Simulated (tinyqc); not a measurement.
Worked calculation: Hueckel theory of the pi electrons with the omega technique, for the molecule C=C1C=CC=CC=C1 (SMILES; centres numbered as the heavy atoms are written). One step of it, computed by the program tinyqc.

Task: Orbitals, round 2. Diagonalise; E = alpha + x beta with beta < 0, so the largest x are filled first; degenerate levels share their electrons. P = sum n_i c_ri c_si; each orbital has its largest coefficient positive (the first on a tie).

matrix after round 1:
```
           1C        2C        3C        4C        5C        6C        7C        8C
1C  -0.310592  1.000000  0.000000  0.000000  0.000000  0.000000  0.000000  0.000000
2C   1.000000  0.023721  1.000000  0.000000  0.000000  0.000000  0.000000  1.000000
3C   0.000000  1.000000  0.057819  1.000000  0.000000  0.000000  0.000000  0.000000
4C   0.000000  0.000000  1.000000  0.038348  1.000000  0.000000  0.000000  0.000000
5C   0.000000  0.000000  0.000000  1.000000  0.047269  1.000000  0.000000  0.000000
6C   0.000000  0.000000  0.000000  0.000000  1.000000  0.047269  1.000000  0.000000
7C   0.000000  0.000000  0.000000  0.000000  0.000000  1.000000  0.038348  1.000000
8C   0.000000  1.000000  0.000000  0.000000  0.000000  0.000000  1.000000  0.057819
```

pi electrons, sum of z_r less the charge = 8

Give: x values; occupations; coefficients; charge and bond-order matrix P.

Result:

x values: 2.118  1.450  1.293  0.101  -0.393  -0.841  -1.757  -1.972

occupations: 2.000  2.000  2.000  2.000  0.000  0.000  0.000  0.000

coefficients:
```
      MO1     MO2     MO3     MO4     MO5     MO6     MO7     MO8
1C  0.192   0.284   0.000   0.642   0.000   0.581   0.000  -0.365
2C  0.466   0.500   0.000   0.264   0.000  -0.308   0.000   0.607
3C  0.392   0.215   0.420  -0.311   0.520  -0.157   0.231  -0.423
4C  0.342  -0.201   0.519  -0.277  -0.234   0.450  -0.419   0.252
5C  0.319  -0.498   0.231   0.293  -0.419  -0.238   0.521  -0.083
6C  0.319  -0.498  -0.231   0.293   0.419  -0.238  -0.521  -0.083
7C  0.342  -0.201  -0.519  -0.277   0.234   0.450   0.419   0.252
8C  0.392   0.215  -0.420  -0.311  -0.520  -0.157  -0.231  -0.423
```

charge and bond-order matrix P:
```
        1C      2C      3C      4C      5C      6C      7C      8C
1C   1.058   0.801  -0.126  -0.339   0.216   0.216  -0.339  -0.126
2C   0.801   1.074   0.416  -0.028  -0.046  -0.046  -0.028   0.416
3C  -0.126   0.416   0.946   0.791   0.049  -0.340  -0.082   0.239
4C  -0.339  -0.028   0.791   1.008   0.496   0.016  -0.071  -0.082
5C   0.216  -0.046   0.049   0.496   0.980   0.766   0.016  -0.340
6C   0.216  -0.046  -0.340   0.016   0.766   0.980   0.496   0.049
7C  -0.339  -0.028  -0.082  -0.071   0.016   0.496   1.008   0.791
8C  -0.126   0.416   0.239  -0.082  -0.340   0.049   0.791   0.946
```
